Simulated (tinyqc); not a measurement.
Capacitance measurement on a leaky thin oxide: effects of series resistance and leakage: one step of the calculation.

The device is a capacitance C in parallel with a leakage conductance G, in series with Rs and Ls. An impedance meter reports either a parallel pair (Cp, Gp) from Y = 1/Z = Gp + i w Cp or a series pair (Cs, Rm) from Z = Rm + 1/(i w Cs); w = 2 pi f, dissipation D = Gp/(w |Cp|).

Task. What the meter reports. Z = Rs + i w Ls + 1/(G + i w C).

Values chosen for this exercise; values of the order met in thin-oxide MOS capacitors:
- Rs = 200 ohm (series resistance)
- Ls = 0 nH (series inductance)
- f = 1e5 Hz (measuring frequency)

C = 1.4269146 pF
G = 2.6190476 uS

Give: Z; Cp; Gp; Cs; D.

Result.

Z = (3.4197-1.1699i) x 1e5 ohm
Cp = 1.4254 pF
Gp = 2.6178 uS
Cs = 13.604 pF
D = 2.9229

Cp is 0.10 % below C and Cs is 9.53 times it; G Rs = 5.24e-4, w C Rs = 1.79e-4 and G/(w C) = 2.92.

Computed by the program tinyqc: `OMP_NUM_THREADS=1 python tinyqc.py 2022033 2022034 out.jsonl`, one thread of a shared Intel Xeon 2.30GHz, about 0.01 s for the whole run.
